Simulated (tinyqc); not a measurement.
Moment against band filling: Stoner model of a band ferromagnet.

Density of states per atom and spin: flat with a rise to the top, D(e) = (M/W) [1 - sp + 4 sp (e/W + 1/2)^3]. Levels e -/+ I m/2 for up and down spin, m = n_up - n_down, n_up + n_down = nd. At zero temperature e(N) is the energy below which N states lie, and E(m) = sum over spins of integral e D de - I m^2/4.

Parameters, chosen for this exercise:

| symbol | value | unit | meaning |
|---|---|---|---|
| W | 4.9 | eV | band width, e from -W/2 to W/2 |
| M | 5 |  | states per atom and spin |
| sp | 0.33 |  | shape parameter |
| I | 0.73 | eV | Stoner parameter |

Rigid band, I fixed: a Slater-Pauling curve.

Results:

| nd | I D(EF) | m (muB) | m_max |
|---|---|---|---|
| 3.0 | 0.578 | 0.000 | 3.0 |
| 4.0 | 0.664 | 0.000 | 4.0 |
| 5.0 | 0.776 | 0.000 | 5.0 |
| 6.5 | 0.973 | 0.000 | 3.5 |
| 7.0 | 1.043 | 2.874 | 3.0 |
| 7.5 | 1.115 | 2.500 | 2.5 |
| 8.0 | 1.187 | 2.000 | 2.0 |
| 8.5 | 1.261 | 1.500 | 1.5 |
| 9.0 | 1.334 | 1.000 | 1.0 |
| 9.5 | 1.408 | 0.500 | 0.5 |

Give the missing row, nd = 6.0.

Computed row:
```
nd   I D(EF)  m (muB)  m_max
6.0    0.905    0.000    4.0
```

Magnetic fillings among those listed: 7.0, 7.5, 8.0, 8.5, 9.0 and 9.5; the largest moment is 2.87 at nd = 7. At 7.5, 8.0, 8.5, 9.0 and 9.5 the moment is saturated and follows m_max, changing by one per electron.

Program tinyqc; command `OMP_NUM_THREADS=1 python tinyqc.py 1681376 1681377 out.jsonl`; about 0.4 s on one thread of a shared Intel(R) Xeon(R) Processor @ 2.30GHz.
